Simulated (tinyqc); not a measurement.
Electrons shared among three sets of ellipsoidal valleys, step by step. Values are carried at full precision from step to step, so a last printed digit may differ when a step is redone from the rounded ones.

Constants: hbar^2/2m0 = 3.80998211 eV angstrom^2; kB = 8.617333262e-05 eV/K.

Inputs chosen for the exercise (masses and offsets near those of GaP; mobilities are free inputs, held fixed; the results hold for these values, not for the real material): ml = (2.067, 1.165, 0.126) m0 (longitudinal masses of X, L, Gamma); mt = (0.2652, 0.146, 0.126) m0 (transverse masses); M = (3, 4, 1) (valleys in each set); T = 400 K; dE = (0, 0.298, 0.458) eV (edges of X, L, Gamma above the first); n = 2.1e+18 1/cm^3 (total electron density); mu = (290, 410, 1300) cm^2/(V s) (mobility of each set).

## Masses of each set

One valley: m_d = (ml mt^2)^(1/3). Whole set: m_de = M^(2/3) m_d. Mean over three axes: 1/m_c = (1/ml + 2/mt)/3. Anisotropy K = ml/mt.

m_d, m_de, m_c (m0) and K of each set:
```
set       m_d    m_de     m_c     K
X      0.5258  1.0937  0.3738  7.79
L      0.2917  0.7352  0.2061  7.98
Gamma  0.1260  0.1260  0.1260  1.00
```

m_de/m_c is 2.93 for X, 3.57 for L, 1.00 for Gamma: many anisotropic valleys give many states at a light conductivity mass. m_c is the mean over three axes; a set that holds only some of the equivalent valleys conducts with a mass that depends on direction.

## Effective densities of states

N_i = M_i times N = 2 (m kB T/(4 pi c))^(3/2) with c = hbar^2/2m0, in 1/angstrom^3; times 1e24 for 1/cm^3, with m = (ml mt^2)^(1/3).

kT = 0.034469 eV

N_i (1/cm^3): X 4.4192e+19, L 2.4353e+19, Gamma 1.7280e+18

## Fermi level and populations

F_j(eta) = (1/Gamma(j + 1)) integral_0^infinity x^j dx/(1 + exp(x - eta)), which tends to exp(eta) for eta << 0.

Solve n = sum_i N_i F_1/2((EF - dE_i)/kT), energies from the edge of the first set.

EF = -0.1044 eV

eta_i: X -3.03, L -11.68, Gamma -16.32

n_i (1/cm^3): X 2.10e+18, L 2.07e+14, Gamma 1.42e+11

shares: X 0.9999, L 0.0001, Gamma 0.0000

X holds most electrons (100.0 %). Boltzmann weights N_i exp(-dE_i/kT) would give L a share of 0.0001.

## Drift and Hall mobility of the mixture

With f_i the shares, mu_drift = sum f_i mu_i; low-field Hall mobility mu_H = sum f_i mu_i^2/mu_drift (scattering and anisotropy factors set to 1); the Hall density is n mu_drift/mu_H; rho = 1/(e n mu_drift), e = 1.602176634e-19 C.

mu_drift = 290 cm^2/(V s)
mu_H = 290 cm^2/(V s)
Hall density = 2.10e+18 1/cm^3
rho = 0.0102 ohm cm

A Hall measurement would read 100.0 % of the true density. The mobilities are of the size met in pure crystals; at this density impurities would cut them and raise rho, by a factor of two to ten or more depending on crystal and density.

## Checks

- Share of L at n = 1e10 1/cm^3 against the Boltzmann weight: both 9.695e-05.

Run: tinyqc, `OMP_NUM_THREADS=1 python tinyqc.py 1651841 1651842 out.jsonl`; Intel(R) Xeon(R) Processor @ 2.30GHz, one thread, shared host; about 0.02 s of CPU time with all checks.
